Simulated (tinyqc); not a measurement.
Thermal, flicker and telegraph noise of a field-effect transistor: one step, computed by the program tinyqc.

Strong inversion, threshold roll-off and channel-length modulation left out; noise sources are uncorrelated and are given as one-sided spectral densities.

Question. Thermal noise and corner. C_ox = 3.9 eps_0/t; V_c = 2 v_s L/mu; I = W C_ox v_s V_ov^2/(V_ov + V_c); g_m = W C_ox v_s V_ov (V_ov + 2 V_c)/(V_ov + V_c)^2; g_d0 = mu C_ox (W/L) V_ov. Thermal: S_I = 4 k_B T gamma g_d0; input-referred S_V = S_I/g_m^2; corner f_c where flicker equals thermal. Total input noise from 1 Hz to f_c: sqrt(S_V,thermal [f_c ln(f_c/1 Hz) + f_c - 1 Hz]).

Inputs (values chosen for the exercise, modelled on a high-k silicon transistor): width W = 4 micrometre; length L = 120 nm; electrical oxide thickness t = 3.6 nm; mobility mu = 82 cm^2/(V s); saturation velocity v_s = 0.78 1e7 cm/s; overdrive V_ov = 0.21 V; thermal noise factor gamma = 0.667; oxide trap density N_t = 1.5e+16 1/(eV cm^3); frequency f = 100 Hz; temperature T = 400 K.

Operating region: saturation. Flicker model: number with correlated mobility.

g_m = 482.9661 microsiemens

flicker S_I = 1.150847e-19 A^2/Hz

drain current I = 52.94129 microampere

Constants: k_B = 1.380649e-23 J/K; eps_0 = 8.8541878128e-12 F/m; e = 1.602176634e-19 C.

Give: thermal S_I; input-referred thermal noise; corner frequency f_c; input noise up to f_c; full shot noise 2eI over thermal S_I.

Answer.

thermal S_I = 8.112e-24 A^2/Hz

input-referred thermal noise = 5.897 nV/sqrt(Hz)

corner frequency f_c = 1.419e+06 Hz

input noise up to f_c = 27.35 microvolt

full shot noise 2eI over thermal S_I = 2.091

At f the noise is flicker dominated (f_c/f = 14200). Caution: fewer than one trap per decade of time constant is active, so one device shows telegraph steps and the 1/f law is only a mean over many devices.
